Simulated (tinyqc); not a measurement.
Read current of a NAND string, cells in series solved by shooting: one step of the calculation.

Cells in series, numbered from 0 at the source line (0 V) to the bit line, each followed by a gap resistance Rg. A cell with gate Vg, threshold VT, source Vs and drain Vd passes I = 2 nf K Vt^2 [F(Vs) - F(Vd)]/(1 + th max(Vg - VT, 0)), F(V) = ln^2(1 + exp((Vg - VT - nf V)/(2 nf Vt))). The selected cell has Vg = Vr, the others Vg = Vp.

Problem. Node voltages for a trial current. For a trial current I start at 0 V and, cell by cell (the selected one is cell 4), solve for the drain: sqrt(F(Vd)) = sqrt(F(Vs) - I/k), k = 2 nf K Vt^2/(1 + th max(Vg - VT, 0)), Vd = [Vg - VT - 2 nf Vt ln(exp(sqrt F) - 1)]/nf, then add I Rg.

Inputs (values chosen for the exercise); values of the order met in vertical NAND strings:
- T = 300 K (temperature)
- K = 12 uA/V^2 (gain factor of a cell)
- nf = 1.3 (slope factor)
- th = 0.17 1/V (mobility reduction factor)
- Rg = 6.5 kohm (resistance of the gap between cells)
- Vbl = 0.3 V (bit-line voltage)
- Vp = 7.3 V (pass voltage)
- Vr = 1.62 V (read voltage on the selected word line)

Constants: q = 1.602176634e-19 C, kB = 1.380649e-23 J/K, Vt = kB T/q. Results are converted to the units shown.

second trial current = 0.99 uA
thresholds from the source end, cell 0 to 4 (V): 3  3  -1  -1  0.5

Give: node voltage after each cell and gap, trial 2.

Solution.

node voltage after each cell and gap, trial 2, cell 0 to 4 (V): 0.039814  0.080040  0.11079  0.14166  0.26206

Computed by the program tinyqc: `OMP_NUM_THREADS=1 python tinyqc.py 2142260 2142261 out.jsonl`, one thread of a shared Intel Xeon 2.30GHz, about 0.5 s for the whole run.
